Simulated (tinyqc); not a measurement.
# Front-illuminated p-i-n photodiode, quantum efficiency and bandwidth, step by step

tinyqc, about 0.01 s, one thread, Intel Xeon 2.30GHz (shared host): `OMP_NUM_THREADS=1 python tinyqc.py 2250004 2250005 out.jsonl` Printed values are rounded.

Light enters through a p layer (0 to xp), a depleted layer (xp to xp + wi) and a thick n substrate, decaying as exp(-al x); one pass, no back reflection. Carriers made in the depleted layer are all collected; those in the neutral layers diffuse.

Values chosen for this exercise; values close to those of In0.53Ga0.47As at this wavelength:
- lam = 1550 nm (wavelength)
- al = 7280 1/cm (absorption coefficient)
- Rf = 0.05 (reflectance of the front face)
- eps_r = 13.6 (relative permittivity)
- xp = 0.076 um (thickness of the front p layer)
- wi = 1.3 um (thickness of the depleted layer)
- Dn = 84 cm^2/s (electron diffusion coefficient in the p layer)
- Ln = 11 um (electron diffusion length in the p layer)
- S = 1e5 cm/s (recombination velocity of the front surface)
- Lp = 1.8 um (hole diffusion length in the thick n substrate)
- ve = 6.95e6 cm/s (electron drift velocity)
- vh = 4.99e6 cm/s (hole drift velocity)
- dia = 200 um (diameter)
- RL = 50 ohm (load resistance)
- Cp = 60 fF (parasitic capacitance)
- f = 18 GHz (modulation frequency)

Constants: q = 1.602176634e-19 C, h = 6.62607015e-34 J s, c = 299792458 m/s, eps0 = 8.8541878128e-14 F/cm where lengths are in cm. Results are converted to the units shown.

## Quantum efficiency

k = al Ln, s = S Ln/Dn, e = exp(-al xp); front layer f1 = (k/(k^2 - 1)) {[s + k - e (s cosh(xp/Ln) + sinh(xp/Ln))]/[s sinh(xp/Ln) + cosh(xp/Ln)] - k e}; depleted layer f2 = e (1 - exp(-al wi)); substrate f3 = e exp(-al wi) al Lp/(1 + al Lp); external efficiency (1 - Rf)(f1 + f2 + f3); responsivity = efficiency q lam/(h c).

s = 1.30952
f1 = 0.0535809
f2 = 0.578930
f3 = 0.208292
external efficiency = 0.798763
responsivity = 0.998581 A/W

The front layer absorbs 5.38 % of the light that enters and collects 99.5 % of that. Diffusion from the neutral layers makes up 31.1 % of the current.

## Response at one frequency

Drift response for pairs made in the depleted layer, a = al wi, g = 1 - exp(-a), u = 2 pi i f, te = wi/ve, th = wi/vh: electrons He = [g - a (exp(-a) - exp(-u te))/(u te - a)]/(u te g), holes Hh = [g - a (1 - exp(-a - u th))/(a + u th)]/(u th g); C = eps0 eps_r pi (dia/2)^2/wi + Cp; total |He + Hh|/sqrt(1 + (2 pi f RL C)^2), for the current of the depleted layer alone.

te = 18.7050 ps
th = 26.0521 ps
He = 0.371187-0.343157i
Hh = 0.219096-0.255609i
|He + Hh| = 0.840806
C = 2970.01 fF
total response = 0.0499744

The drift response alone falls to 1/sqrt(2) at 25.4 GHz and the RC term alone at 1.07 GHz; together they give 1.07 GHz.
